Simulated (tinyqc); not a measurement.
Thermodynamics of metal silicides: hull, first phase, silicon consumed, nucleation and stability against SiO2: one step, computed by the program tinyqc. Command: `OMP_NUM_THREADS=1 python tinyqc.py 3011897 3011898 out.jsonl silphase walk`. One thread of a shared host (Intel(R) Xeon(R) Processor @ 2.30GHz), about 0.01 s of CPU time with the checks.

Entropies of formation of the solids are neglected, so heats stand for free energies. Si fractions: M2Si 0.3333, MSi 0.5000, MSi2 0.6667.

Task: End state on a thin silicon layer. Overall Si fraction x0 = (t_Si/V_Si)/(t_Si/V_Si + t/V_M). In equilibrium the two stable phases that bracket x0 share the atoms by the lever rule.

Inputs (values chosen for the exercise, for a model metal): molar volume of M = 9.09 cm^3/mol; molar volume of Si = 12.06 cm^3/mol; metal thickness t = 13 nm; silicon available t_Si = 35 nm.

Phases: M2Si, MSi, MSi2.

distance to the lowest tie line (kJ/mol atoms): M2Si -10.3, MSi -18.4, MSi2 12.1

Give: overall Si fraction x0; end state; share of atoms in the Si-richer phase.

Result:

overall Si fraction x0 = 0.66989

End state: MSi + Si

share of atoms in the Si-richer phase = 0.33978
